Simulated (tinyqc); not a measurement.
# One-diode model of a solar cell: effects of single changes

J is the current delivered and Vj = V + J Rs the junction voltage. J = X JL - J01 (exp(Vj/(n1 Vt)) - 1) - Vj/Rp. The photocurrent does not depend on voltage.

Parameters, values chosen for the exercise; values of the order met in cells of silicon: temperature T = 323 K; photocurrent at one sun JL = 38 mA/cm^2; concentration X = 0.1 suns; saturation current of the diode J01 = 1.5e-6 A/cm^2; ideality factor of the diode n1 = 1.75; series resistance Rs = 0 ohm cm^2; shunt resistance Rp = 1000 ohm cm^2; incident power at one sun Pin = 100 mW/cm^2.

Constants: q = 1.602176634e-19 C, kB = 1.380649e-23 J/K, Vt = kB T/q. Results are converted to the units shown.

Each table varies one quantity; the others keep the values above.

## Effect of the concentration

Jsc at V = 0, Voc at J = 0, the maximum power point where J (1 + 2 Rs G) = G Vj with G = -dJ/dVj; FF = Vmp Jmp/(Voc Jsc); efficiency Vmp Jmp/(X Pin). Empirical fill factor without parasitics FF0 = (v - ln(v + 0.72))/(v + 1), v = Voc/(n1 Vt).

Effect of the concentration:
```
X (suns)  Jsc (mA/cm^2)  Voc (V)  Vmp (V)  Jmp (mA/cm^2)      FF  efficiency (%)     FF0
0.01             0.3800   0.2261   0.1397         0.2154  0.3503           3.009  0.5250
0.04              1.520   0.3254   0.2337          1.106  0.5225           6.461  0.6092
0.1               3.800   0.3767   0.2809          3.042  0.5968           8.543  0.6411
0.5               19.00   0.4590   0.3553          16.44  0.6698           11.68  0.6818
2                 76.00   0.5273   0.4171          67.72  0.7049           14.13  0.7086
6                 228.0   0.5811   0.4661          206.1  0.7250           16.01  0.7264
20                760.0   0.6398   0.5201          694.5  0.7428           18.06  0.7433
80                 3040   0.7073   0.5825           2805  0.7599           20.43  0.7601
300             1.140e4   0.7717   0.6425        1.060e4  0.7739           22.69  0.7740
```

As X goes from 0.01 to 300, Voc rises from 0.226 to 0.772 V, FF rises from 0.350 to 0.774 and the efficiency rises from 3.01 to 22.7 %. Voc gains 112 mV a decade at the top and 165 mV at the bottom (n1 Vt ln 10 = 112 mV). For X = 0.01, 0.04, 0.1, 0.5 v is below 10, outside the range of the formula for FF0. For X = 0.01 the shunt carries over 0.3 of the photocurrent at open circuit, so it pulls Voc down and FF towards the 1/4 of a resistor.

## Effect of the series resistance

Same model as above.

The same in every row: Voc (V) = 0.37669; FF0 = 0.64108.

Effect of the series resistance:
```
Rs (ohm cm^2)  Jsc (mA/cm^2)  Vmp (V)  Jmp (mA/cm^2)       FF  efficiency (%)
0                     3.8000  0.28085         3.0418  0.59683          8.5430
0.05                  3.7998  0.28074         3.0413  0.59653          8.5384
0.11                  3.7996  0.28061         3.0408  0.59618          8.5329
0.25                  3.7990  0.28030         3.0395  0.59537          8.5199
0.55                  3.7978  0.27965         3.0368  0.59361          8.4922
1.2                   3.7953  0.27823         3.0307  0.58983          8.4324
2.7                   3.7894  0.27500         3.0165  0.58114          8.2953
6                     3.7765  0.26809         2.9834  0.56225          7.9982
```

What does the table show?

As Rs goes from 0 to 6, Voc stays at 0.377 V, FF falls from 0.597 to 0.562 and the efficiency falls from 8.54 to 8.00 %. Voc does not depend on Rs, since no current flows through it at open circuit; between the first two rows FF drops by 0.971 times rs = Rs Jsc/Voc in relative terms. In every row v is below 10, outside the range of the formula for FF0.

Program tinyqc, `OMP_NUM_THREADS=1 python tinyqc.py 2280044 2280045 out.jsonl`; Intel Xeon 2.30GHz, shared host, one thread, about 0.01 s.
